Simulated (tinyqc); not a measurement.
Short-channel transistor, virtual-source model with series resistance: two steps of the calculation.

The current per gate width is the charge at the top of the source barrier (the virtual source) times its velocity times a saturation function; al and be are fitting constants of the model. Units: I in uA/um, Rs in ohm um, so I Rs = 1e-6 I Rs in volts; Q in uC/cm^2, so I = 1e-4 Q vx0 Fsat with vx0 in cm/s.

Values chosen for this exercise:
- T = 300 K (temperature)
- Cinv = 3.05 uF/cm^2 (inversion capacitance)
- vx0 = 3.65e7 cm/s (velocity at the virtual source)
- mu = 140 cm^2/(V s) (apparent mobility)
- L = 25 nm (channel length)
- VT0 = 0.43 V (threshold at zero drain voltage)
- dl = 0.074 V/V (drain-induced barrier lowering)
- n0 = 1.44 (subthreshold factor)
- nd = 0.1 1/V (growth of n with drain voltage)
- al = 3.5 (threshold shift (in units of Vt) from weak to strong inversion)
- be = 1.4 (sharpness of saturation)
- Rs = 150 ohm um (series resistance of each contact)
- Vgs = 0.68 V (gate voltage)
- Vds = 0.35 V (drain voltage)

Constants: q = 1.602176634e-19 C, kB = 1.380649e-23 J/K, Vt = kB T/q. Results are converted to the units shown.

Task 1. Current through the series resistance. Intrinsic voltages Vg' = Vgs - I Rs, Vd' = Vds - 2 I Rs. n = n0 + nd Vd', VT = VT0 - dl Vd', Ff = 1/(1 + exp((Vg' - VT + al Vt/2)/(al Vt))), Q = Cinv n Vt ln(1 + exp((Vg' - VT + al Vt Ff)/(n Vt))), Vdsat = (vx0 L/mu)(1 - Ff) + Vt Ff, Fsat = u/(1 + u^be)^(1/be) with u = Vd'/Vdsat, and I(out) = Q vx0 Fsat per width. (Fsat takes the sign of u.) Newton step: I(new) = I + (I(out) - I)/(1 - s), s = dI(out)/dI by a central difference with +/- 0.001 uA/um.

I at the start = 0 uA/um

Wanted: Vg'; Vd'; VT; Ff; Q; Vdsat; Fsat; I(out); s; I after iteration 1.

Result 1.

Vg' = 0.6800 V
Vd' = 0.3500 V
VT = 0.4041 V
Ff = 0.02794
Q = 0.8493 uC/cm^2
Vdsat = 0.6343 V
Fsat = 0.4263
I(out) = 1322 uA/um
s = -1.537
I after iteration 1 = 520.9 uA/um

Task 2. What the series resistance costs. n = n0 + nd Vd', VT = VT0 - dl Vd', Ff = 1/(1 + exp((Vg' - VT + al Vt/2)/(al Vt))), Q = Cinv n Vt ln(1 + exp((Vg' - VT + al Vt Ff)/(n Vt))), Vdsat = (vx0 L/mu)(1 - Ff) + Vt Ff, Fsat = u/(1 + u^be)^(1/be) with u = Vd'/Vdsat, and I = Q vx0 Fsat per width. I0 is the current for Rs = 0. Effective velocity I/Q; transit time L Q/I.

converged I = 557.52991 uA/um
I0 = 1321.5587 uA/um

Give: loss against I0; effective velocity; transit time.

Result 2.

loss against I0 = 57.81 %
effective velocity = 9.770e6 cm/s
transit time = 0.2559 ps

Numbers from tinyqc (`OMP_NUM_THREADS=1 python tinyqc.py 2380135 2380136 out.jsonl`; about 0.02 s on one thread of a shared Intel Xeon 2.30GHz).
